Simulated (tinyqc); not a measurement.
Electron mobility in a silicon inversion layer, empirical terms and Matthiessen rule: effect of the inversion density.

Inversion layer of sheet density Ns on a uniformly doped body, under a high-permittivity gate with an interlayer. The mobility terms are empirical power laws with prefactors chosen for the exercise; adding their inverses (Matthiessen) is itself an approximation.

ni = sqrt(Nc Nv) exp(-Eg/(2 Vt)), Eg in volts; Ndep = sqrt(2 eps0 eps_r Nb (2 Vt ln(Nb/ni) + Vsb)/q); E = q (Ndep + eta Ns)/(eps0 eps_r), in MV/cm. With t = T/(300 K): muC = Ac (Ns/1e12 cm^-2) t/(Nb/1e17 cm^-3 + Nit/1e11 cm^-2), muP = Ap E^(-1/3) t^(-1.75), muS = As E^(-gs), muR = Ar exp(2 ti/lr)/t; 1/mu is the sum of the inverses.

Values chosen for this exercise; material values close to those of silicon: temperature T = 300 K; band gap Eg = 1.1 eV; relative permittivity of the semiconductor eps_r = 11.6; conduction-band density of states at T Nc = 2.75e19 cm^-3; valence-band density of states at T Nv = 2.63e19 cm^-3; body doping Nb = 1.9e17 cm^-3; reverse body bias Vsb = 0.6 V; weight of the inversion charge in the effective field eta = 0.5; phonon-limited mobility at 1 MV/cm and 300 K Ap = 445 cm^2/(V s); roughness-limited mobility at 1 MV/cm As = 992 cm^2/(V s); exponent of the roughness term gs = 2; Coulomb prefactor Ac = 3700 cm^2/(V s); charge at the interface Nit = 1e12 cm^-2; remote-phonon mobility without interlayer Ar = 320 cm^2/(V s); interlayer thickness ti = 0.6 nm; decay length of remote phonons lr = 0.5 nm.

Constants: q = 1.602176634e-19 C, kB = 1.380649e-23 J/K, Vt = kB T/q, eps0 = 8.8541878128e-14 F/cm where lengths are in cm. Results are converted to the units shown.

The same in every row: muR (cm^2/(V s)) = 3527.4.

Results:
```
Ns (cm^-2),E (MV/cm),muC (cm^2/(V s)),muP (cm^2/(V s)),muS (cm^2/(V s)),mu (cm^2/(V s))
2e11,0.30816,62.185,658.82,10446,55.623
3.6e11,0.32064,111.93,650.16,9648.9,92.088
6.3e11,0.34170,195.88,636.52,8496.2,141.30
1.1e12,0.37836,342.02,615.26,6929.6,200.93
2e12,0.44855,621.85,581.33,4930.4,262.15
6.3e12,0.78394,1958.8,482.61,1614.2,286.90
1.1e13,1.1505,3420.2,424.68,749.42,234.47
2e13,1.8525,6218.5,362.33,289.07,150.07
```

Estimate the missing row, Ns = 3.6e12 cm^-2.

Computed row:
```
Ns (cm^-2),E (MV/cm),muC (cm^2/(V s)),muP (cm^2/(V s)),muS (cm^2/(V s)),mu (cm^2/(V s))
3.6e12,0.57335,1119.3,535.66,3017.7,296.28
```

With this row back in the table: As Ns goes from 2e11 to 2e13 cm^-2, E rises from 0.308 to 1.85 MV/cm and mu goes from 55.6 through a maximum of 296 (at Ns = 3.6e12 cm^-2 among the rows listed) to 150 cm^2/(V s). The smallest term is the Coulomb one in the first row and the roughness one in the last. Screening lifts the Coulomb term as Ns grows while the field presses the carriers to the interface, hence the maximum. At Ns = 2e13 cm^-2 E passes 1.5 MV/cm, beyond the usual range of such laws.

Program tinyqc, `OMP_NUM_THREADS=1 python tinyqc.py 2510136 2510137 out.jsonl`; Intel Xeon 2.30GHz, shared host, one thread, about 0.01 s.
